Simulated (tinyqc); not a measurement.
The integration grid: Kohn-Sham SCAN on finer and finer grids in the sto-6g basis, for H3+, spin multiplicity 1. Computed by the program tinyqc with PySCF. Self-consistent on each grid; the net force on the molecule should vanish.

Geometry (angstrom):
```
atom       x       y        z
H     0.0000  0.0000   0.0000
H     0.0000  0.0000   0.7560
H     0.0000  0.6740  -0.4430
```

Kohn-Sham energy on Becke grids (radial x angular points per atom):
```
grid       points  residual of the electron count  E (hartree)  E - finest (mhartree)  largest net force without grid terms (hartree/bohr)
10 x 14       416                       -1.70e-02     -1.25557                3.62483                                             4.39e-03
15 x 26      1164                       -1.14e-02     -1.25723                1.96413                                             2.84e-03
20 x 50      2992                       -9.25e-04     -1.25902                0.17351                                             4.10e-04
30 x 86      7727                       -2.82e-05     -1.25919               -0.00126                                             2.03e-07
50 x 194    29080                        2.67e-06     -1.25919               -0.00068                                             1.25e-06
75 x 302    67884                        2.94e-08     -1.25919                0.00000                                             9.99e-08
120 x 590  212093                       -2.69e-10     -1.25919                0.00000                                             1.56e-10
```

What does the comparison show, and why?

The energy is within 0.1 mhartree of the finest grid first at 30 x 86. The error has both signs, since quadrature is not variational. The electron count and the net force are cheap signs of a poor grid.
